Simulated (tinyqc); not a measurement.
Round nanowire with a gate all round, subbands and threshold shift from confinement: two steps of the calculation.

Undoped body with a flat potential across it, hard walls, transport along x. One isotropic valley (g = 1, mx = my = mz = me). Non-parabolicity enters the subband edges through E (1 + al E) = gamma, so E = 2 gamma/(1 + sqrt(1 + 4 al gamma)); motion within a subband is taken as parabolic with the band-edge mass. Energies are counted from the bulk band edge.

Parameters, values chosen for the exercise; masses close to those of GaAs:
```
symbol,value,unit,meaning
T,77,K,temperature
me,0.067,m0,mass at the band edge
al,0.66,1/eV,non-parabolicity
t,9.1,nm,diameter
dl,0.2,nm,widening of the box by penetration into the insulator
```

Constants: q = 1.602176634e-19 C, kB = 1.380649e-23 J/K, hbar = 1.054571817e-34 J s, m0 = 9.1093837015e-31 kg, Vt = kB T/q, hbar^2/(2 m0) = 0.0380998212 eV nm^2. Results are converted to the units shown.

Task 1. Lowest subbands. gamma = C (2 z/(t + dl))^2 (1/my + 1/mz)/2, z the zeros of the Bessel functions J_l (2.404826, 3.831706, 5.135622, 5.520078, ...), twofold for l > 0; the mean inverse mass is an approximation for anisotropic valleys, C = hbar^2/(2 m0). List the 7 lowest, labelled by quantum numbers, with degeneracy g and N_k: N_k = g sqrt(2 mx m0 kB T/(pi hbar^2)).

Wanted: E_k; g; N_k.

Result 1.

```
subband  E_k (eV)  g  N_k (cm^-1)
0,1       0.13929  1     6.0944e5
1,1       0.31897  2     1.2189e6
2,1       0.51713  2     1.2189e6
0,2       0.57963  1     6.0944e5
3,1       0.72430  2     1.2189e6
1,2       0.83464  2     1.2189e6
4,1       0.93607  2     1.2189e6
```

Task 2. Threshold shift. Each subband has N_k = g sqrt(2 mx m0 kB T/(pi hbar^2)); without degeneracy n = exp(EF/Vt) sum N_k exp(-E_k/Vt). Classical value Nc times pi t^2/4, Nc = sum over valleys of 2 g (m m0 kB T/(2 pi hbar^2))^1.5 with m = (mx my mz)^(1/3). Threshold shift dVT = Vt ln(classical value/sum N_k exp(-E_k/Vt)). Use the subbands listed.

```
subband    E_k (eV)  N_k (cm^-1)
0,1      0.13928825  6.0944259e5
1,1      0.31897294  1.2188852e6
2,1      0.51713080  1.2188852e6
0,2      0.57962911  6.0944259e5
3,1      0.72430194  1.2188852e6
1,2      0.83463682  1.2188852e6
4,1      0.93607195  1.2188852e6
```

Wanted: shares; sum N_k exp(-E_k/Vt); Nc; classical value; dVT.

Result 2.

shares, subband 0,1 to 4,1 (%): [100.0, 0.0, 0.0, 0.0, 0.0, 0.0, 0.0]
sum N_k exp(-E_k/Vt) = 4.659e-4 cm^-1
Nc = 5.659e16 cm^-3
classical value = 3.681e4 cm^-1
dVT = 120.7 mV

Numbers from tinyqc (`OMP_NUM_THREADS=1 python tinyqc.py 2350152 2350153 out.jsonl`; about 0.2 s on one thread of a shared Intel Xeon 2.30GHz).
